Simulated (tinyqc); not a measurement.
Capacitance of parallel on-chip lines from Laplace's equation on a mesh: two steps of the calculation.

Cross-section of an endless row of equal lines between two grounded planes; neighbours are driven in antiphase (+1 V and -1 V), so the plane midway between two lines is at 0 V. By symmetry one quarter is solved: x runs from the centre of a line (column 0, mirror) to that midplane (column 4, 0 V), y from the mid-height of the line (row 0, mirror) to the ground plane (row 5, 0 V). The line fills columns 0 to 2 and rows 0 to 2 at 1 V. Cells beside the line (below row 2) have e2, cells above have e1. Each link between nodes has the conductance g = mean permittivity of the two cells beside it (a cell beyond a mirror counts as 0), and the free nodes obey sum g (V_neighbour - V) = 0.

Values chosen for this exercise: relative permittivity above and below the lines e1 = 3.9; relative permittivity between the lines e2 = 2.4; over-relaxation factor om = 1.

Problem 1. Link conductances. gx[j, i] joins node (row j, column i) to column i + 1, gy[j, i] to row j + 1.

Find: gx; gy.

Solution 1.

gx:

|  | col 0 | col 1 | col 2 | col 3 |
|---|---|---|---|---|
| row 0 | 1.2000 | 1.2000 | 1.2000 | 1.2000 |
| row 1 | 2.4000 | 2.4000 | 2.4000 | 2.4000 |
| row 2 | 3.1500 | 3.1500 | 3.1500 | 3.1500 |
| row 3 | 3.9000 | 3.9000 | 3.9000 | 3.9000 |
| row 4 | 3.9000 | 3.9000 | 3.9000 | 3.9000 |
| row 5 | 1.9500 | 1.9500 | 1.9500 | 1.9500 |

gy:

|  | col 0 | col 1 | col 2 | col 3 | col 4 |
|---|---|---|---|---|---|
| row 0 | 1.2000 | 2.4000 | 2.4000 | 2.4000 | 1.2000 |
| row 1 | 1.2000 | 2.4000 | 2.4000 | 2.4000 | 1.2000 |
| row 2 | 1.9500 | 3.9000 | 3.9000 | 3.9000 | 1.9500 |
| row 3 | 1.9500 | 3.9000 | 3.9000 | 3.9000 | 1.9500 |
| row 4 | 1.9500 | 3.9000 | 3.9000 | 3.9000 | 1.9500 |

Problem 2. Relaxation sweep. One sweep visits the free nodes row by row from row 0, left to right, and replaces V by V + om (weighted mean of the neighbours - V), using new values at once.

V after sweep 1 (V):

|  | col 0 | col 1 | col 2 | col 3 | col 4 |
|---|---|---|---|---|---|
| row 0 | 1.0000000 | 1.0000000 | 1.0000000 | 0.2500000 | 0.0000000 |
| row 1 | 1.0000000 | 1.0000000 | 1.0000000 | 0.3125000 | 0.0000000 |
| row 2 | 1.0000000 | 1.0000000 | 1.0000000 | 0.3095238 | 0.0000000 |
| row 3 | 0.2500000 | 0.3125000 | 0.3281250 | 0.1594122 | 0.0000000 |
| row 4 | 0.0625000 | 0.0937500 | 0.1054688 | 0.0662202 | 0.0000000 |
| row 5 | 0.0000000 | 0.0000000 | 0.0000000 | 0.0000000 | 0.0000000 |

gx:

|  | col 0 | col 1 | col 2 | col 3 |
|---|---|---|---|---|
| row 0 | 1.2 | 1.2 | 1.2 | 1.2 |
| row 1 | 2.4 | 2.4 | 2.4 | 2.4 |
| row 2 | 3.15 | 3.15 | 3.15 | 3.15 |
| row 3 | 3.9 | 3.9 | 3.9 | 3.9 |
| row 4 | 3.9 | 3.9 | 3.9 | 3.9 |
| row 5 | 1.95 | 1.95 | 1.95 | 1.95 |

gy:

|  | col 0 | col 1 | col 2 | col 3 | col 4 |
|---|---|---|---|---|---|
| row 0 | 1.2 | 2.4 | 2.4 | 2.4 | 1.2 |
| row 1 | 1.2 | 2.4 | 2.4 | 2.4 | 1.2 |
| row 2 | 1.95 | 3.9 | 3.9 | 3.9 | 1.95 |
| row 3 | 1.95 | 3.9 | 3.9 | 3.9 | 1.95 |
| row 4 | 1.95 | 3.9 | 3.9 | 3.9 | 1.95 |

Find: V after sweep 2.

Solution 2.

V after sweep 2 (V):

|  | col 0 | col 1 | col 2 | col 3 | col 4 |
|---|---|---|---|---|---|
| row 0 | 1.0000 | 1.0000 | 1.0000 | 0.4062 | 0.0000 |
| row 1 | 1.0000 | 1.0000 | 1.0000 | 0.4289 | 0.0000 |
| row 2 | 1.0000 | 1.0000 | 1.0000 | 0.3810 | 0.0000 |
| row 3 | 0.4219 | 0.4609 | 0.4315 | 0.2197 | 0.0000 |
| row 4 | 0.1523 | 0.1797 | 0.1693 | 0.0973 | 0.0000 |
| row 5 | 0.0000 | 0.0000 | 0.0000 | 0.0000 | 0.0000 |

Computed by the program tinyqc: `OMP_NUM_THREADS=1 python tinyqc.py 2790153 2790154 out.jsonl`, one thread of a shared Intel Xeon 2.30GHz, about 0.9 s for the whole run.
